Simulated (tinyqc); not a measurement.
Ion-assisted plasma etching: sheath, surface coverage, synergy and aspect-ratio dependence: one step, computed by the program tinyqc.

Radicals adsorb on bare sites; ions remove covered sites with a high yield and bare sites by sputtering; a slow spontaneous reaction acts everywhere, walls included.

Task: Open-field etch rate. Steady coverage: s G_n (1 - theta) = x Y G_i theta; removal flux = Y G_i theta + Y_p G_i (1 - theta) + k_c G_n; rate = flux/N, 1 cm/s = 6e8 nm/min. Lateral rate = k_c G_n/N; anisotropy = 1 - lateral/vertical; synergy = vertical/(ions alone + radicals alone), with ions alone Y_p G_i/N and radicals alone the lateral rate.

Inputs (values chosen for the exercise, close to those used for silicon in a halogen plasma):
```
quantity,value,unit
gas temperature T_g,300,K
sticking coefficient s,0.76,-
radicals per removed unit x,4,-
spontaneous reaction probability k_c,0.0005,-
solid density N,5e+22,1/cm^3
```

Feature: long trench.

yield Y = 3.214742

sputter yield Y_p = 0.2296465

ion flux G_i = 5.228377e+16 1/(cm^2 s)

radical flux G_n = 2.606421e+17 1/(cm^2 s)

Give: coverage theta; vertical rate; lateral rate; anisotropy; synergy.

Result:

coverage theta = 0.22758

vertical rate = 571.88 nm/min

lateral rate = 1.5639 nm/min

anisotropy = 0.99727

synergy = 3.9265

Ions and radicals both limit the rate.
